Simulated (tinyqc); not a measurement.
Cell-based percolation model of oxide breakdown: one step of the calculation.

The oxide, of thickness n a, is cut into cubic cells. A cell is defective with the chance l = 1 - exp(-a^3 N), N = N1 (t/1 s)^al. A column of n defective cells breaks the oxide down, and the area holds M = A/a^2 independent columns: 1 - F = (1 - l^n)^M.

Problem. Critical defect density. At F = 1 - 1/e: l_c = (1 - exp(-1/M))^(1/n), N_bd = -ln(1 - l_c)/a^3, t63 = (N_bd/N1)^(1/al). W = ln(-ln(1 - F)); for small l, W = ln M + n ln(a^3 N), so the Weibull slope is n al.

Inputs (values chosen for the exercise): edge of a cell a = 0.9 nm; cells across the oxide n = 5; area A = 3.9 um^2; exponent of defect growth al = 0.77; defect density after 1 s N1 = 8.8e17 cm^-3.

Wanted: thickness; M; l_c; N_bd; N_bd times thickness; t63; n al.

Solution.

thickness = 4.5000 nm
M = 4.8148e6
l_c = 0.046077
N_bd = 6.4708e19 cm^-3
N_bd times thickness = 2.9119e13 cm^-2
t63 = 265.46 s
n al = 3.8500

Computed by the program tinyqc: `OMP_NUM_THREADS=1 python tinyqc.py 2070146 2070147 out.jsonl`, one thread of a shared Intel Xeon 2.30GHz, about 0.01 s for the whole run.
